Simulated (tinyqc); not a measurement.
Raising U: Hubbard chain of 6 sites, mean field against exact. Computed by the program tinyqc. Collinear unrestricted mean field (the lowest of 40 random starts) against exact diagonalisation.

one-body matrix (hopping and site energies) (eV):
```
,1,2,3,4,5,6
1,0.3700,-1.4900,0.0000,0.0000,0.0000,0.0000
2,-1.4900,0.1200,-1.4900,0.0000,0.0000,0.0000
3,0.0000,-1.4900,-0.1700,-1.4900,0.0000,0.0000
4,0.0000,0.0000,-1.4900,-0.2200,-1.4900,0.0000
5,0.0000,0.0000,0.0000,-1.4900,-0.4300,-1.4900
6,0.0000,0.0000,0.0000,0.0000,-1.4900,-0.1800
```

electrons, up and down: 3  3

Exact and mean-field results (eV):
```
U,U/t,E exact,E mean field,mean |n_up - n_down|,"double occupancy, exact",first gap in the sector
0.7400,0.4966,-9.905726,-9.855427,0.0000,0.2286,1.1642
1.4900,1.0000,-8.930361,-8.725432,0.0000,0.2050,1.0467
2.9800,2.0000,-7.303166,-6.563875,0.3935,0.1597,0.8582
5.9600,4.0000,-5.123493,-4.049451,0.8022,0.0900,0.5973
8.9400,6.0000,-3.889377,-2.938942,0.9091,0.0523,0.4411
11.9200,8.0000,-3.145354,-2.349685,0.9484,0.0330,0.3450
17.8800,12.0000,-2.321215,-1.744939,0.9769,0.0160,0.2375
29.8000,20.0000,-1.614881,-1.253551,0.9917,0.0061,0.1450
```

Estimate the missing row, U = 4.47.

Computed row:
```
U          U/t    E exact  E mean field  mean |n_up - n_down|  double occupancy, exact  first gap in the sector
4.4700  3.0000  -6.057201     -5.036107                0.6699                   0.1204                   0.7115
```

In absolute terms mean field is worst at U/t = 4.0, 1.074 eV too high: at small U it is nearly exact, and at large U it misses only exchange-scale energies. Its local moments set in at U/t = 2.0 of those listed, a broken symmetry that the exact state of a finite cluster with equal spins does not have. Relative to the exact energy its error is 0.5 % at the smallest U, 25 % at most and 22 % at the largest. The double occupancy falls from 0.229 to 0.006.
